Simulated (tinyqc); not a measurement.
Inside a calculation: core-shell quantum dot (spherical envelope functions). Values are carried at full precision from step to step, so a last printed digit may differ when a step is redone from the rounded ones.

Parabolic bands; strain and other valleys are left out. s states, u = r psi, hard wall at R + H, c = hbar^2/2m0, energies from the band edges of the core. Core: u = sin(k1 r)/k1, k1 = sqrt(m1 E/c). At R, psi and psi'/m are continuous, so u is continuous and its slope in the shell is s = u/R + (m2/m1)(u' - u/R). Shell: u(R + x) = u(R) cos(k2 x) + s sin(k2 x)/k2, k2 = sqrt(m2 (E - V)/c); for negative arguments the functions turn into sinh and cosh. A level has u(R + H) = 0.

Constants: hbar^2/2m0 = 3.80998211 eV angstrom^2; e^2/(4 pi eps0) = 14.39964547 eV angstrom; hc = 1239.841984 eV nm.

Parameters, chosen for this exercise (near those of a CdTe/CdSe core-shell dot; not measured data): R = 27 angstrom (core radius); H = 26 angstrom (shell thickness); Vc = -0.319 eV (conduction edge of the shell above that of the core); me1 = 0.095 m0 (electron, core); me2 = 0.135 m0 (electron, shell); E = -0.06 eV (trial energy of the electron); Vv = 0.534 eV (hole barrier of the shell); mh1 = 0.356 m0 (hole, core); mh2 = 0.451 m0 (hole, shell); Eg = 1.507 eV (gap of the core); eps = 7.4 (dielectric constant).

## Shooting at a trial energy

Carry the electron solution outwards.

k1^2 = -0.0014961 1/angstrom^2
k2^2 = 0.0091772 1/angstrom^2
u(R) = 32.183 angstrom
s = 1.7671
u(R + H) = -14.427 angstrom

u(R + H) is negative: one node has entered, so the lowest level lies below the trial energy.

## Ground states

Find the lowest root for electron and hole, and the share of u^2 inside the core.

Levels:
```
carrier    E (eV)  share in the core
electron  -0.1096              0.218
hole       0.1011              0.967
```

The core holds 13 % of the volume. The electron sits mainly in the shell and the hole in the core (type II).

## Overlap and Coulomb integrals

Overlap = (integral of u_e u_h)^2 with normalised u. Coulomb integrals J_ab = (q/eps) double integral of u_a(r)^2 u_b(s)^2/max(r, s), q = e^2/(4 pi eps0), one eps everywhere. Exciton E = Eg + E_e + E_h - J_eh; first-order biexciton shift J_ee + J_hh - 2 J_eh (positive: repulsive).

Integrate numerically.

overlap = 0.261

J_eh, J_ee, J_hh (meV): 62.5  53.2  107.0

## Exciton and biexciton

Give E, the wavelength hc/E and the biexciton shift.

E = 1.436 eV
wavelength = 863 nm
biexciton shift = 35 meV

The line lies below the gap of the core. At first order the shift is the Coulomb integral of the net charge density with itself and cannot be negative; correlation, left out here, lowers it.

## Checks

- Level without offset and mass step against c (pi/(R + H))^2/m, eV: both 0.1409.
- J_ee in that case against 1.786 q/(eps (R + H)), meV: both 65.6.

Run: tinyqc, `OMP_NUM_THREADS=1 python tinyqc.py 1250487 1250488 out.jsonl`; Intel(R) Xeon(R) Processor @ 2.30GHz, one thread, shared host; about 0.03 s of CPU time with all checks.
